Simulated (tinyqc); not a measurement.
Inside a calculation. Method: Hueckel theory of the pi electrons with the omega technique, for the molecule Oc1cccc(-c2ccccc2)c1 (SMILES; centres numbered as the heavy atoms are written). One step of it, computed by the program tinyqc.

Question. Orbitals, round 2. Diagonalise; E = alpha + x beta with beta < 0, so the largest x are filled first; degenerate levels share their electrons. P = sum n_i c_ri c_si; each orbital has its largest coefficient positive (the first on a tie).

matrix after round 1, order 1O, 2C, 3C, 4C, 5C, 6C, 7C, 8C, 9C, 10C, 11C, 12C, 13C:
```
[[1.753017, 0.740000, 0.000000, 0.000000, 0.000000, 0.000000, 0.000000, 0.000000, 0.000000, 0.000000, 0.000000, 0.000000, 0.000000],
 [0.740000, 0.027752, 1.000000, 0.000000, 0.000000, 0.000000, 0.000000, 0.000000, 0.000000, 0.000000, 0.000000, 0.000000, 1.000000],
 [0.000000, 1.000000, -0.026189, 1.000000, 0.000000, 0.000000, 0.000000, 0.000000, 0.000000, 0.000000, 0.000000, 0.000000, 0.000000],
 [0.000000, 0.000000, 1.000000, 0.001398, 1.000000, 0.000000, 0.000000, 0.000000, 0.000000, 0.000000, 0.000000, 0.000000, 0.000000],
 [0.000000, 0.000000, 0.000000, 1.000000, -0.019253, 1.000000, 0.000000, 0.000000, 0.000000, 0.000000, 0.000000, 0.000000, 0.000000],
 [0.000000, 0.000000, 0.000000, 0.000000, 1.000000, 0.001050, 1.000000, 0.000000, 0.000000, 0.000000, 0.000000, 0.000000, 1.000000],
 [0.000000, 0.000000, 0.000000, 0.000000, 0.000000, 1.000000, -0.000129, 1.000000, 0.000000, 0.000000, 0.000000, 1.000000, 0.000000],
 [0.000000, 0.000000, 0.000000, 0.000000, 0.000000, 0.000000, 1.000000, 0.000125, 1.000000, 0.000000, 0.000000, 0.000000, 0.000000],
 [0.000000, 0.000000, 0.000000, 0.000000, 0.000000, 0.000000, 0.000000, 1.000000, -0.000008, 1.000000, 0.000000, 0.000000, 0.000000],
 [0.000000, 0.000000, 0.000000, 0.000000, 0.000000, 0.000000, 0.000000, 0.000000, 1.000000, 0.000084, 1.000000, 0.000000, 0.000000],
 [0.000000, 0.000000, 0.000000, 0.000000, 0.000000, 0.000000, 0.000000, 0.000000, 0.000000, 1.000000, -0.000008, 1.000000, 0.000000],
 [0.000000, 0.000000, 0.000000, 0.000000, 0.000000, 0.000000, 1.000000, 0.000000, 0.000000, 0.000000, 1.000000, 0.000125, 0.000000],
 [0.000000, 1.000000, 0.000000, 0.000000, 0.000000, 1.000000, 0.000000, 0.000000, 0.000000, 0.000000, 0.000000, 0.000000, -0.027962]]
```

pi electrons, sum of z_r less the charge = 14

Give: x values; occupations; coefficients; charge and bond-order matrix P.

Answer.

x values: [2.3655, 2.1206, 1.7329, 1.2666, 1.0001, 0.8466, 0.6805, -0.7161, -0.9999, -1.0515, -1.3363, -1.9106, -2.2884]

occupations: [2.0000, 2.0000, 2.0000, 2.0000, 2.0000, 2.0000, 2.0000, 0.0000, 0.0000, 0.0000, 0.0000, 0.0000, 0.0000]

coefficients, order 1O, 2C, 3C, 4C, 5C, 6C, 7C, 8C, 9C, 10C, 11C, 12C, 13C:
```
[[0.4820, 0.5509, 0.4940, -0.2047, 0.0000, -0.3528, -0.1560, 0.0359, 0.0000, 0.1253, -0.0769, 0.0682, -0.0421],
 [0.3990, 0.2737, -0.0134, 0.1346, 0.0000, 0.4321, 0.2262, -0.1197, 0.0000, -0.4747, 0.3212, -0.3378, 0.2297],
 [0.2550, 0.1380, -0.1946, 0.4417, 0.0000, 0.0457, 0.4375, 0.3862, 0.0000, -0.0503, -0.4267, 0.3421, -0.1968],
 [0.2108, 0.0226, -0.3289, 0.4364, 0.0000, -0.3923, 0.0830, -0.1467, 0.0000, 0.5262, 0.2379, -0.3069, 0.2155],
 [0.2434, -0.0902, -0.3749, 0.1104, 0.0000, -0.3772, -0.3811, -0.2809, 0.0000, -0.5038, 0.1085, 0.2446, -0.2967],
 [0.3696, -0.2155, -0.3280, -0.2944, 0.0000, 0.0657, -0.3497, 0.3425, 0.0000, -0.0062, -0.3808, -0.1558, 0.4577],
 [0.3095, -0.3937, 0.0008, -0.3595, 0.0000, -0.1365, 0.3179, 0.3590, 0.0000, 0.0405, 0.3552, -0.2090, -0.4471],
 [0.1812, -0.3097, 0.1647, -0.0805, 0.5000, -0.0906, 0.2830, -0.2997, -0.5000, -0.0182, -0.0469, 0.2775, 0.2827],
 [0.1192, -0.2630, 0.2845, 0.2576, 0.5000, 0.0598, -0.1253, -0.1443, 0.5000, -0.0214, -0.2925, -0.3213, -0.1999],
 [0.1008, -0.2481, 0.3284, 0.4067, 0.0000, 0.1412, -0.3683, 0.4031, 0.0000, 0.0406, 0.4378, 0.3363, 0.1747],
 [0.1192, -0.2630, 0.2845, 0.2576, -0.5000, 0.0598, -0.1253, -0.1443, -0.5000, -0.0214, -0.2925, -0.3213, -0.1999],
 [0.1812, -0.3097, 0.1647, -0.0805, -0.5000, -0.0906, 0.2830, -0.2997, 0.5000, -0.0182, -0.0469, 0.2775, 0.2827],
 [0.3211, 0.0271, -0.1939, -0.1234, 0.0000, 0.5693, -0.1744, -0.3237, 0.0000, 0.4699, 0.0456, 0.2622, -0.3041]]
```

charge and bond-order matrix P, order 1O, 2C, 3C, 4C, 5C, 6C, 7C, 8C, 9C, 10C, 11C, 12C, 13C:
```
[[1.9414, 0.2424, -0.1440, -0.0247, 0.1047, -0.0219, 0.0097, 0.0048, -0.0023, -0.0029, -0.0023, 0.0048, -0.1488],
 [0.2424, 0.9806, 0.6404, 0.0054, -0.3137, 0.0052, -0.0395, -0.0013, 0.0079, 0.0008, 0.0079, -0.0013, 0.6562],
 [-0.1440, 0.6404, 1.0209, 0.6640, -0.0252, -0.3034, -0.0031, 0.1111, 0.0008, -0.0949, 0.0008, 0.1111, 0.0370],
 [-0.0247, 0.0054, 0.6640, 1.0087, 0.6742, -0.0047, -0.0418, 0.0019, 0.0083, -0.0017, 0.0083, 0.0019, -0.3192],
 [0.1047, -0.3137, -0.0252, 0.6742, 1.0152, 0.6166, 0.0023, -0.1445, -0.0006, 0.1116, -0.0006, -0.1445, -0.0270],
 [-0.0219, 0.0052, -0.3034, -0.0047, 0.6166, 1.0078, 0.3694, -0.0030, -0.0413, 0.0027, -0.0413, -0.0030, 0.6223],
 [0.0097, -0.0395, -0.0031, -0.0418, 0.0023, 0.3694, 0.9994, 0.6188, 0.0001, -0.3070, 0.0001, 0.6188, -0.0004],
 [0.0048, -0.0013, 0.1111, 0.0019, -0.1445, -0.0030, 0.6188, 1.0014, 0.6766, -0.0012, -0.3234, 0.0013, -0.1462],
 [-0.0023, 0.0079, 0.0008, 0.0083, -0.0006, -0.0413, 0.0001, 0.6766, 0.9999, 0.6601, 0.0000, -0.3234, 0.0002],
 [-0.0029, 0.0008, -0.0949, -0.0017, 0.1116, 0.0027, -0.3070, -0.0012, 0.6601, 1.0012, 0.6601, -0.0012, 0.1128],
 [-0.0023, 0.0079, 0.0008, 0.0083, -0.0006, -0.0413, 0.0001, -0.3234, 0.0000, 0.6601, 0.9999, 0.6766, 0.0002],
 [0.0048, -0.0013, 0.1111, 0.0019, -0.1445, -0.0030, 0.6188, 0.0013, -0.3234, -0.0012, 0.6766, 1.0014, -0.1462],
 [-0.1488, 0.6562, 0.0370, -0.3192, -0.0270, 0.6223, -0.0004, -0.1462, 0.0002, 0.1128, 0.0002, -0.1462, 1.0223]]
```
